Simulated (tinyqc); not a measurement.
Bandgap voltage reference from two bipolar transistors: two steps of the calculation.

Two transistors of area 1 and N carry the same current I. Is(T) = Is (T/T0)^eta exp[(Vg0 q/kB)(1/T0 - 1/T)], VBE1 = Vt ln(I/Is(T)) + I rb, VBE2 = Vt ln(I/(N Is(T))) + I rb/N. The amplifier forces I R1(T) = VBE1 - VBE2 + Vos, with R(T) = R (1 + tc (T - T0)) for both resistors, and the output is Vref = VBE1 + I R2(T). Base currents and the Early effect are neglected.

Values chosen for this exercise; values of the order met in silicon bipolar transistors:
```
symbol    value   unit                                                   meaning
T0          298      K                                     reference temperature
Vg0        1.18      V                      band-gap voltage extrapolated to 0 K
eta         3.3                   temperature exponent of the saturation current
Is      2.3e-16      A           saturation current of the unit transistor at T0
N             8                              area ratio of the second transistor
R1           17   kohm  resistor across which the difference of VBE falls, at T0
tc          100  ppm/K                 temperature coefficient of both resistors
Vos           0     mV                                   offset of the amplifier
rb            0    ohm                  series resistance of the unit transistor
R2        200.9   kohm                                     output resistor at T0
```

Constants: q = 1.602176634e-19 C, kB = 1.380649e-23 J/K. Results are converted to the units shown.

Problem 1. Operating point at the reference temperature. Vt = kB T/q; I = (Vt ln N + Vos)/(R1(T) - rb (1 - 1/N)). Evaluate at T = T0.

Wanted: Vt; I; Is(T); VBE1; I R2; Vref.

Solution 1.

Vt = 0.02568 V
I = 3.141 uA
Is(T) = 2.300e-16 A
VBE1 = 0.5993 V
I R2 = 0.6311 V
Vref = 1.230 V

Problem 2. Resistor for zero slope at T0, ideal case. With tc = 0, Vos = 0 and rb = 0 the current is proportional to T, dVBE/dT = (VBE - Vg0 - (eta - 1) Vt)/T, and Vref has zero slope at T0 when Vref = Vg0 + (eta - 1) Vt0. Find VBE1, its slope, that Vref, R2/R1 and the curvature d2Vref/dT2 = -(eta - 1) kB/(q T0).

Find: VBE1; dVBE/dT; Vref; R2/R1; curvature.

Solution 2.

VBE1 = 0.59930 V
dVBE/dT = -2.1469 mV/K
Vref = 1.2391 V
R2/R1 = 11.981
curvature = -0.66510 uV/K^2

Numbers from tinyqc (`OMP_NUM_THREADS=1 python tinyqc.py 2062116 2062117 out.jsonl`; about 0.02 s on one thread of a shared Intel Xeon 2.30GHz).
